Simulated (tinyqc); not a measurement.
# Worked calculation: front-illuminated p-i-n photodiode, quantum efficiency and bandwidth

Program tinyqc, `OMP_NUM_THREADS=1 python tinyqc.py 2250135 2250136 out.jsonl`; Intel Xeon 2.30GHz, shared host, one thread, about 0.01 s. Printed values are rounded.

Light enters through a p layer (0 to xp), a depleted layer (xp to xp + wi) and a thick n substrate, decaying as exp(-al x); one pass, no back reflection. Carriers made in the depleted layer are all collected; those in the neutral layers diffuse.

Parameters, values chosen for the exercise; values close to those of silicon at this wavelength:
- lam = 650 nm (wavelength)
- al = 3180 1/cm (absorption coefficient)
- Rf = 0.05 (reflectance of the front face)
- eps_r = 12.2 (relative permittivity)
- xp = 0.12 um (thickness of the front p layer)
- wi = 6.1 um (thickness of the depleted layer)
- Dn = 10 cm^2/s (electron diffusion coefficient in the p layer)
- Ln = 0.37 um (electron diffusion length in the p layer)
- S = 9000 cm/s (recombination velocity of the front surface)
- Lp = 1.9 um (hole diffusion length in the thick n substrate)
- ve = 9.74e6 cm/s (electron drift velocity)
- vh = 7.07e6 cm/s (hole drift velocity)
- dia = 79 um (diameter)
- RL = 50 ohm (load resistance)
- Cp = 20 fF (parasitic capacitance)
- f = 5.5 GHz (modulation frequency)

Constants: q = 1.602176634e-19 C, h = 6.62607015e-34 J s, c = 299792458 m/s, eps0 = 8.8541878128e-14 F/cm where lengths are in cm. Results are converted to the units shown.

## Quantum efficiency

k = al Ln, s = S Ln/Dn, e = exp(-al xp); front layer f1 = (k/(k^2 - 1)) {[s + k - e (s cosh(xp/Ln) + sinh(xp/Ln))]/[s sinh(xp/Ln) + cosh(xp/Ln)] - k e}; depleted layer f2 = e (1 - exp(-al wi)); substrate f3 = e exp(-al wi) al Lp/(1 + al Lp); external efficiency (1 - Rf)(f1 + f2 + f3); responsivity = efficiency q lam/(h c).

s = 0.0333
f1 = 0.03599212
f2 = 0.8242077
f3 = 0.05210808
external efficiency = 0.8666925
responsivity = 0.4543725 A/W

The front layer absorbs 3.74 % of the light that enters and collects 96.1 % of that. Diffusion from the neutral layers makes up 9.66 % of the current.

## Response at one frequency

Drift response for pairs made in the depleted layer, a = al wi, g = 1 - exp(-a), u = 2 pi i f, te = wi/ve, th = wi/vh: electrons He = [g - a (exp(-a) - exp(-u te))/(u te - a)]/(u te g), holes Hh = [g - a (1 - exp(-a - u th))/(a + u th)]/(u th g); C = eps0 eps_r pi (dia/2)^2/wi + Cp; total |He + Hh|/sqrt(1 + (2 pi f RL C)^2), for the current of the depleted layer alone.

te = 62.62834 ps
th = 86.28006 ps
He = 0.3878077-0.4086966i
Hh = 0.2017819-0.1982773i
|He + Hh| = 0.8461874
C = 106.8006 fF
total response = 0.8321371

The drift response alone falls to 1/sqrt(2) at 7.89 GHz and the RC term alone at 29.8 GHz; together they give 7.53 GHz for this part of the current; the diffusion currents, left out, respond on their own time scales.
